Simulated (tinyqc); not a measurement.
## Depth and level of a trap from the time ratio

Question. For an oxide trap tc/te = exp(E/Vt) with E = E0 - dpsi - (xt/tox)(Vg - VT - dpsi), dpsi being the rise of the surface potential above its value at threshold. Find xt and E0, and the depth that would be read if dpsi were ignored.

Values chosen for this exercise: temperature T = 350 K; insulator thickness tox = 4.6 nm.

Constants: q = 1.602176634e-19 C, kB = 1.380649e-23 J/K, Vt = kB T/q. Results are converted to the units shown.

Vg - VT (V): [0.31, 0.46]
tc/te: [1.8059405, 0.32262389]
dpsi (V): [0.076058759, 0.089379114]

Solution. E + dpsi is a straight line in the oxide voltage Vg - VT - dpsi with slope -xt/tox and intercept E0. Ignoring dpsi assigns the motion of the bands to the trap and overstates its depth.

xt = 1.300 nm
E0 = 0.1600 eV
depth read without dpsi = 1.593 nm

Program tinyqc, `OMP_NUM_THREADS=1 python tinyqc.py 2710074 2710075 out.jsonl`; Intel Xeon 2.30GHz, shared host, one thread, about 0.01 s.
